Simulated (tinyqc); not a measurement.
Raising D: domain walls in a thin film with perpendicular anisotropy: Bloch, Neel and chiral walls, motion and stripe domains. Computed by tinyqc, a small Python program. Command: `OMP_NUM_THREADS=1 python tinyqc.py 3007282 3007283 out.jsonl mwall walk`. One thread of a shared host (Intel(R) Xeon(R) Processor @ 2.30GHz), about 0.01 s of CPU time with the checks.

One-dimensional wall: polar angle theta(x), azimuth phi of the moment in the wall (phi = 0 Neel, 90 degrees Bloch). mu_0 = 1.25663706212e-6 T m/A, gamma = 1.76085963023e11 rad/(s T).

Inputs (values chosen for the exercise, for a model film):
```
quantity                      value    unit
saturation magnetisation M_s   1160    kA/m
exchange stiffness A             16    pJ/m
uniaxial anisotropy K_u        1040  kJ/m^3
DMI constant D                0.094  mJ/m^2
thickness t                     1.6      nm
```

Method. K_eff = K_u - mu_0 M_s^2/2; Delta = sqrt(A/K_eff); sigma_0 = 4 sqrt(A K_eff); profile theta = 2 arctan exp(x/Delta); quality factor Q = 2 K_u/(mu_0 M_s^2). sigma(phi) = sigma_0 + 2 Delta K_D cos^2(phi) - pi D cos(phi), with the wall shape anisotropy K_D = N_x mu_0 M_s^2/2, N_x = t ln 2/(pi Delta). The minimum has cos(phi) = D/D_N for D < D_N = 4 Delta K_D/pi and phi = 0 beyond; sigma turns negative at D_c = (sigma_0 + 2 Delta K_D)/pi.

D_N = 0.380016 mJ/m^2

D_c = 2.43631 mJ/m^2

width parameter Delta = 9.06905 nm

sigma_0 = 7.05697 mJ/m^2

Wall against D; the last column is the Kaplan-Gehring width, log10[0.955 t exp(pi sigma/(mu_0 M_s^2 t))/nm], with a dash where it falls below 10 Delta and the formula fails:
```
D (mJ/m^2)  phi (degrees)  sigma (mJ/m^2)  sigma/sigma_0  log10 domain width
0.076              78.464          7.0331        0.99662              3.7309
0.190              60.001          6.9078        0.97886              3.6677
0.300              37.867          6.6850        0.94728              3.5553
0.490               0.000          6.1145        0.86645              3.2677
0.970               0.000          4.6066        0.65277              2.5072
1.500               0.000          2.9415        0.41682                   -
1.900               0.000          1.6849        0.23875                   -
2.200               0.000          0.7424        0.10520                   -
```

D_N is 16 % of D_c, so a small D fixes the chirality long before it lowers the energy much. Beyond D_N sigma falls by pi per unit of D, and the domain width, which has sigma in an exponent, drops by 1.2 decades over the valid rows (values above 6 mean a single domain in any device).

Extremes, crossings and ranges named in words are read from the listed rows.
